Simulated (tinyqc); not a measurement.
One-electron ion in a basis of Gaussians, step by step. One step of it, computed by the program tinyqc.

Problem. Matrices over normalised Gaussians. With p = a_i + a_j and I(k) = Gamma((k+1)/2) / (2 p^((k+1)/2)): S = I(2l+2), T = (2l+3) a_i a_j S / p, V = -Z I(2l+1), each divided by sqrt(S_ii S_jj).

exponents of r^l exp(-a r^2) (1/bohr^2): [0.005392, 0.014610, 0.039610, 0.107300]

Z = 1

l = 2

Give: S; T; V.

Solution.

S:
$$\begin{pmatrix}
1.0000 & 0.6585 & 0.2208 & 0.0508 \\
0.6585 & 1.0000 & 0.6582 & 0.2209 \\
0.2208 & 0.6582 & 1.0000 & 0.6586 \\
0.0508 & 0.2209 & 0.6586 & 1.0000
\end{pmatrix}$$

T (hartree):
$$\begin{pmatrix}
0.0189 & 0.0182 & 0.0073 & 0.0018 \\
0.0182 & 0.0511 & 0.0492 & 0.0199 \\
0.0073 & 0.0492 & 0.1386 & 0.1334 \\
0.0018 & 0.0199 & 0.1334 & 0.3755
\end{pmatrix}$$

V (hartree):
$$\begin{pmatrix}
-0.0625 & -0.0560 & -0.0282 & -0.0103 \\
-0.0560 & -0.1029 & -0.0922 & -0.0464 \\
-0.0282 & -0.0922 & -0.1694 & -0.1519 \\
-0.0103 & -0.0464 & -0.1519 & -0.2788
\end{pmatrix}$$
